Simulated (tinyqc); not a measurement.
Junction parameters from two forward currents.

Question. D(v) = J1 (exp(v/Vt) - 1) + J2 (exp(v/(2 Vt)) - 1). Find J1, J2 and the voltage 2 Vt ln(J2/J1) near which both parts are equal.

Inputs (values chosen for the exercise):
```
symbol  value  unit      meaning
T         300     K  temperature
```

Constants: q = 1.602176634e-19 C, kB = 1.380649e-23 J/K, Vt = kB T/q. Results are converted to the units shown.

junction voltages (V): 0.25  0.67
currents (uA/um): 3.3983990e-7  0.88336270

Solution. The current is linear in J1 and J2, so two points give two equations.

J1 = 4.900e-12 uA/um
J2 = 2.100e-9 uA/um
crossover = 0.3133 V

Computed by the program tinyqc: `OMP_NUM_THREADS=1 python tinyqc.py 2182094 2182095 out.jsonl`, one thread of a shared Intel Xeon 2.30GHz, about 0.2 s for the whole run.
